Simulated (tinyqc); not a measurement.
Free and trapped electrons in a MOS channel with a dense trap tail: two steps of the calculation.

p-type body, charge-sheet picture, full ionisation (an idealisation for deep acceptors), Boltzmann statistics for free electrons. e = Ec - EF at the surface. Acceptor-like traps of density D(E) = D0 + De exp(-E/Ew) at depth E below Ec, from 0 to Eu, hold n_t = integral of D(E)/(1 + exp((e - E)/Vt)). psi = Eg - Vt ln(Nv/Na) - e; N_dep = sqrt(2 eps0 eps_r Na (psi - Vt)/q); n_f = sqrt(N_dep^2 + 2 eps0 eps_r Vt Nc exp(-e/Vt)/q) - N_dep; Vg = Vfb + psi + q (N_dep + n_t + n_f)/Cox, Cox = eps0 eox/tox.

Inputs (values chosen for the exercise); band and dielectric values close to those of silicon:
```
symbol    value         unit                                             meaning
T           400            K                                         temperature
Eg         1.14           eV                                            band gap
eps_r      11.6                                            relative permittivity
Nc      4.25e19        cm^-3              conduction-band density of states at T
Nv         4e19        cm^-3                 valence-band density of states at T
eox         3.9                           relative permittivity of the insulator
tox          47           nm                                 insulator thickness
Na       1.5e17        cm^-3                                    acceptor density
Vfb        -0.8            V            flat-band voltage without trapped charge
D0       3.4e10  cm^-2 eV^-1  constant background density of acceptor-like traps
De       3.9e13  cm^-2 eV^-1          density of the tail at the conduction edge
Ew         0.07           eV                            decay energy of the tail
Eu         0.78           eV        depth below Ec down to which the traps reach
mf          120   cm^2/(V s)                          mobility of free electrons
e         0.085           eV                              Ec - EF at the surface
```

Constants: q = 1.602176634e-19 C, kB = 1.380649e-23 J/K, Vt = kB T/q, eps0 = 8.8541878128e-14 F/cm where lengths are in cm. Results are converted to the units shown.

Task 1. Trapped charge. Trapezoid rule on 16 equal steps from 0 to Eu, f = 1/(1 + exp((e - E)/Vt)).

Find: E; D(E) f; n_t.

Result 1.

```
point    E (eV)  D(E) f (cm^-2 eV^-1)
0             0             3.0556e12
1      0.048750             5.0409e12
2      0.097500             5.7318e12
3       0.14625             4.1579e12
4       0.19500             2.3434e12
5       0.24375             1.2207e12
6       0.29250             6.2996e11
7       0.34125             3.3157e11
8       0.39000             1.8237e11
9       0.43875             1.0795e11
10      0.48750             7.0856e10
11      0.53625             5.2368e10
12      0.58500             4.3154e10
13      0.63375             3.8562e10
14      0.68250             3.6273e10
15      0.73125             3.5133e10
16      0.78000             3.4565e10
```

n_t = 1.0514e12 cm^-2

Task 2. Charges and gate voltage. psi, N_dep, n_f and Vg as defined, with the n_t given; free share n_f/(n_f + n_t); apparent mobility mf n_f/(n_f + n_t); gate voltage spent on traps q n_t/Cox.

n_t = 1.0514402e12 cm^-2

Find: psi; N_dep; n_f; Vg; free share; apparent mobility; gate voltage spent on traps.

Result 2.

psi = 0.8625 V
N_dep = 1.262e12 cm^-2
n_f = 5.235e11 cm^-2
Vg = 6.249 V
free share = 33.24 %
apparent mobility = 39.89 cm^2/(V s)
gate voltage spent on traps = 2.293 V

Program tinyqc, `OMP_NUM_THREADS=1 python tinyqc.py 2222188 2222189 out.jsonl`; Intel Xeon 2.30GHz, shared host, one thread, about 0.02 s.
